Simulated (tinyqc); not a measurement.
Gated two-dimensional channel with two bands, quantum capacitance: one step of the calculation.

phi is the Fermi level above the lowest band edge, in volts; Vg is counted from the gate voltage at which an empty channel would have phi = 0. The channel has no thickness; trap charge is -q Dit phi.

Problem. Gate capacitance. Cox = eps0 eox/tox.

Inputs (values chosen for the exercise): relative permittivity of the gate insulator (close to silicon dioxide) eox = 3.9; insulator thickness tox = 8.5 nm.

Constants: eps0 = 8.8541878128e-14 F/cm where lengths are in cm. Results are converted to the units shown.

Find: Cox.

Solution.

Cox = 0.40625 uF/cm^2

Numbers from tinyqc (`OMP_NUM_THREADS=1 python tinyqc.py 2200141 2200142 out.jsonl`; about 0.01 s on one thread of a shared Intel Xeon 2.30GHz).
